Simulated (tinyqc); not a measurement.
Inside a calculation. Method: Hubbard ring of 4 sites. One step of it, computed by the program tinyqc.

Problem. Mean-field iteration 1. H(up) = T + U n(down), H(down) = T + U n(up); fill the lowest levels; n(new) = n + mixing (n(out) - n); E = tr T (rho up + rho down) + U sum n_up n_down of the output.

one-body matrix (hopping and site energies) (eV), lower triangle:
```
           1          2          3         4
1   0.000000
2  -1.740000   0.000000
3   0.000000  -1.740000   0.000000
4  -1.740000   0.000000  -1.740000  0.000000
```

U = 0.800000 eV

electrons, up and down: 2  2

mixing = 1

n(up) at the start (a guess, not normalised): 1 0.800000, 2 0.200000, 3 0.800000, 4 0.200000

n(down) at the start (a guess): 1 0.200000, 2 0.800000, 3 0.200000, 4 0.800000

Give: levels, up; levels, down; energy; n(up) after iteration 1; n(down) after iteration 1.

Solution.

levels, up (eV): -3.0883  0.1600  0.6400  3.8883

levels, down (eV): -3.0883  0.1600  0.6400  3.8883

energy = -6.3720 eV

n(up) after iteration 1: 1 0.7672, 2 0.2328, 3 0.7672, 4 0.2328

n(down) after iteration 1: 1 0.2328, 2 0.7672, 3 0.2328, 4 0.7672
